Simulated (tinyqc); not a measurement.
Concentration-dependent dopant diffusion with charged defects and the built-in field: one step, computed by the program tinyqc. Command: `OMP_NUM_THREADS=1 python tinyqc.py 3026005 3026006 out.jsonl extrinsic walk`. One thread of a shared host (Intel(R) Xeon(R) Processor @ 2.30GHz), about 0.07 s of CPU time with the checks.

A constant source C_s feeds a half space. The dopant moves through neutral point defects and through charged ones, whose number grows with the majority carrier density n.

Task: Diffusivity at the surface. n = C/2 + sqrt(C^2/4 + n_i^2); D(C) = h [Dx + D1 (n/n_i)], h = 1 + C/sqrt(C^2 + 4 n_i^2).

Inputs (values chosen for the exercise, modelled on arsenic in silicon): surface concentration C_s = 2.6e+19 1/cm^3; temperature T = 1075 C.

Field enhancement: on.

n_i = 1.053952e+19 1/cm^3

partial diffusivities (cm^2/s): Dx 1.375737e-15, D1 9.980283e-15

intrinsic diffusivity D_i = 1.135602e-14 cm^2/s

Give: n/n_i; field factor h; surface diffusivity D_s; enhancement D_s/D_i.

Result:

n/n_i = 2.8213

field factor h = 1.7768

surface diffusivity D_s = 5.2475e-14 cm^2/s

enhancement D_s/D_i = 4.6209

C_s is 2.47 times n_i: diffusion is extrinsic near the surface.
